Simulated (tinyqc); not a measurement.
Thermal, flicker and telegraph noise of a field-effect transistor: one step, computed by the program tinyqc. Command: `OMP_NUM_THREADS=1 python tinyqc.py 3001661 3001662 out.jsonl noise walk`. One thread of a shared host (Intel(R) Xeon(R) Processor @ 2.30GHz), about 0.01 s of CPU time with the checks.

Strong inversion, threshold roll-off and channel-length modulation left out; noise sources are uncorrelated and are given as one-sided spectral densities. The drain voltage is 50 mV.

Task: Thermal noise and corner. C_ox = 3.9 eps_0/t; I = mu C_ox (W/L) V_ov V_D; g_m = I/V_ov; g_d0 = I/V_D. Thermal: S_I = 4 k_B T g_d0; input-referred S_V = S_I/g_m^2; corner f_c where flicker equals thermal. Total input noise from 1 Hz to f_c: sqrt(S_V,thermal [f_c ln(f_c/1 Hz) + f_c - 1 Hz]).

Inputs (values chosen for the exercise, modelled on a silicon n-channel):
```
quantity,value,unit
width W,0.71,micrometre
length L,66,nm
electrical oxide thickness t,1.3,nm
mobility mu,170,cm^2/(V s)
overdrive V_ov,0.69,V
oxide trap density N_t,3.3e+16,1/(eV cm^3)
frequency f,2000,Hz
temperature T,300,K
```

Operating region: linear. Flicker model: number fluctuation.

g_m = 242.8865 microsiemens

flicker S_I = 2.165927e-21 A^2/Hz

drain current I = 167.5917 microampere

Constants: k_B = 1.380649e-23 J/K; eps_0 = 8.8541878128e-12 F/m; e = 1.602176634e-19 C.

Give: thermal S_I; input-referred thermal noise; corner frequency f_c; input noise up to f_c; full shot noise 2eI over thermal S_I.

Result:

thermal S_I = 5.5532e-23 A^2/Hz

input-referred thermal noise = 30.681 nV/sqrt(Hz)

corner frequency f_c = 78006 Hz

input noise up to f_c = 30.010 microvolt

full shot noise 2eI over thermal S_I = 0.96704

At f the noise is flicker dominated (f_c/f = 39.0). Caution: fewer than one trap per decade of time constant is active, so one device shows telegraph steps and the 1/f law is only a mean over many devices.
